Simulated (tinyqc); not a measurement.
Error of the time step: velocity overshoot from momentum and energy balance equations after a field step. Computed by tinyqc, a small Python program. Command: `OMP_NUM_THREADS=1 python tinyqc.py 3001809 3001810 out.jsonl overshoot walk`. One thread of a shared host (Intel(R) Xeon(R) Processor @ 2.30GHz), about 0.02 s of CPU time with the checks.

At t = 0 the field jumps from 0 to F in a uniform sample. v is the drift velocity and u = w - (3/2) k_B T the excess energy per carrier.

Inputs (values chosen for the exercise, modelled on electrons in silicon except for tau_E):

| quantity | value | unit |
|---|---|---|
| effective mass m | 0.26 | m_0 |
| low-field mobility mu_0 | 1500 | cm^2/(V s) |
| saturation velocity v_s | 0.92 | 1e7 cm/s |
| energy relaxation time tau_E | 0.31 | ps |
| field after the step F | 36 | kV/cm |
| lattice temperature T | 300 | K |
| time step dt | 4.1 | fs |

Scheme: implicit in the damping.

Constants: m_0 = 9.1093837015e-31 kg; e = 1.602176634e-19 C; k_B = 8.617333262e-05 eV/K.

Method:
- dv/dt = e F/m - v/tau_m(u), du/dt = e F v - u/tau_E, tau_m(u) = tau_0/(1 + c u), tau_0 = m mu_0/e, c = mu_0/(e tau_E v_s^2); this choice gives the steady state v (1 + mu_0 F v/v_s^2) = mu_0 F, which saturates at v_s. Steady velocity v = 2 mu_0 F/(1 + sqrt(1 + 4 (mu_0 F/v_s)^2)); u = e F v tau_E; carrier temperature T + 2u/(3 k_B), neglecting the drift energy m v^2/2.
- Step: v_new = (v + dt e F/m)/(1 + dt/tau_m(u)), u_new = (u + dt e F v_new)/(1 + dt/tau_E). Start v = u = 0; the distance adds dt (v + v_new)/2.
- The peak velocity is recomputed with dt/2 and dt/4 and by an adaptive Runge-Kutta method (tolerance 1e-9).

tau_0 = 221.740 fs

acceleration e F/m = 0.0243529 1e7 cm/s per fs

c = 57.1681 1/eV

steady velocity = 0.844962 1e7 cm/s

Peak velocity:

| step | v_peak (1e7 cm/s) | error (%) |
|---|---|---|
| dt | 1.6329 | -0.26232 |
| dt/2 | 1.6349 | -0.13556 |
| dt/4 | 1.6360 | -0.06741 |
| adaptive | 1.6371 | 0.00000 |

What follows from these numbers?

The implicit scheme puts the peak 0.26 % too low; halving dt divides the error by 1.93, as a first-order method should.

Extremes, crossings and ranges named in words are read from the listed rows.
